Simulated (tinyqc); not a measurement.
## Thermionic-field emission through a Schottky barrier, WKB: current against forward bias

Metal on an n-type semiconductor with one parabolic valley; V > 0 is forward bias (metal positive). Energies E are counted from the conduction edge of the neutral semiconductor, whose Fermi level lies at -xi; that of the metal lies at -xi - V. The barrier is a parabola of height Vd = phi - xi - V (depletion approximation, no image force).

Nc = 2 (2 pi me m0 kB T/h^2)^1.5 (times 1e-6 for cm^-3); Nd = Nc F12(-xi/Vt), F12(x) = (2/sqrt(pi)) int_0^infinity sqrt(u)/(1 + exp(u - x)) du; E00 = (hbar/2) sqrt(Nd/(me m0 eps0 eps_r)) in SI units (volts). For E < Vd, ln T(E) = -(Vd/E00) [sqrt(1 - y) - y ln((1 + sqrt(1 - y))/sqrt(y))], y = E/Vd; T(E) = 1 above. J = A* T (q/kB) int_0^infinity T(E) N(E) dE, N = ln[(1 + exp((-xi - E)/Vt))/(1 + exp((-xi - V - E)/Vt))], A* = 4 pi q me m0 kB^2/h^3 (times 1e-4 for A/(cm^2 K^2)). The integral is converged to the digits shown; the share over the barrier is that of E > Vd, and 0 means below 1e-6 %. n = (dV/d ln J)/Vt.

Values chosen for this exercise; band and dielectric values close to those of gallium nitride: temperature T = 200 K; electron mass me = 0.201 m0; relative permittivity eps_r = 9.64; barrier height seen from the metal phi = 0.82 eV; donor density Nd = 1e18 cm^-3.

Constants: q = 1.602176634e-19 C, kB = 1.380649e-23 J/K, eps0 = 8.8541878128e-12 F/m, hbar = 1.054571817e-34 J s, h = 6.62607015e-34 J s, m0 = 9.1093837015e-31 kg, Vt = kB T/q. Results are converted to the units shown.

Results:
```
V (V),J (A/cm^2),share over the barrier (%),mean E/Vd,n
0.069,1.602e-9,7.05e-3,0.5819,1.182
0.147,6.871e-8,0.0155,0.5822,1.211
0.303,1.191e-4,0.0761,0.5831,1.217
0.381,0.004875,0.172,0.5838,1.222
0.459,0.1961,0.394,0.5848,1.229
0.537,7.680,0.930,0.5866,1.240
0.615,287.1,2.30,0.5914,1.262
```

Estimate the missing row, V = 0.225 V.

Computed row:
```
V (V),J (A/cm^2),share over the barrier (%),mean E/Vd,n
0.225,2.874e-6,0.0341,0.5826,1.214
```

With this row back in the table: J rises from 1.60e-9 to 287 A/cm^2, and n rises from 1.18 to 1.26. The Padovani-Stratton slope is (E00/Vt) coth(E00/Vt) = 1.19; the middle row is 2.5 % above it.

Range of the model: The depletion approximation, a parabolic band and the neglect of image-force lowering make these currents estimates at high doping.

Numbers from tinyqc (`OMP_NUM_THREADS=1 python tinyqc.py 2640046 2640047 out.jsonl`; about 0.04 s on one thread of a shared Intel Xeon 2.30GHz).
